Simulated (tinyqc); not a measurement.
Schemes compared: quasiparticle equation with a plasmon-pole self-energy for two band edges.

For each edge E = e + X + Sc(E), with the correlation part Sc(E) = A[0]/(E - a + w) + A[1]/(E - b - w); a and b are the valence and conduction energies that enter the Green function (a = ev, b = ec in the one-shot scheme). Z = 1/(1 - dSc/dE), dSc/dE = -A[0]/(E - a + w)^2 - A[1]/(E - b - w)^2.

Values chosen for the exercise (scales of the order of those of diamond; shifted at random, so the results belong to these values and not to a real crystal):
```
symbol  value          unit  meaning
ev      0              eV    mean-field valence top
ec      3.96           eV    mean-field conduction edge
w       28.3           eV    pole energy
Av      (121.4, 54.1)  eV^2  weights of the valence state on the hole and electron poles
Ac      (57.4, 109.9)  eV^2  the same for the conduction state
Xv      -3.39          eV    exchange minus the mean-field potential, valence
Xc      2.92           eV    the same, conduction
```

Z = 1; linearised; exact one-shot; energies updated in G (a, b); updated in G and W, where w grows by half of the opening of the gap (a rule chosen for the exercise).

Results (eV):
```
scheme               Ev     Ec    gap  opening
mean field        0.000  3.960  3.960    0.000
Z = 1            -0.777  4.776  5.553    1.593
linearised       -0.646  4.644  5.290    1.330
one-shot, exact  -0.644  4.643  5.287    1.327
update G         -0.705  4.700  5.405    1.445
update G and W   -0.779  4.760  5.539    1.579
```

The openings run from 1.327 (one-shot, exact) to 1.593 eV (Z = 1). Linearising moves the gap by 3 meV, updating G +118 meV and updating W a further +134 meV: once Z is kept, the level of self-consistency matters more than linearising.

Run: tinyqc, `OMP_NUM_THREADS=1 python tinyqc.py 1880609 1880610 out.jsonl`; Intel(R) Xeon(R) Processor @ 2.30GHz, one thread, shared host; about 0.01 s of CPU time with all checks.
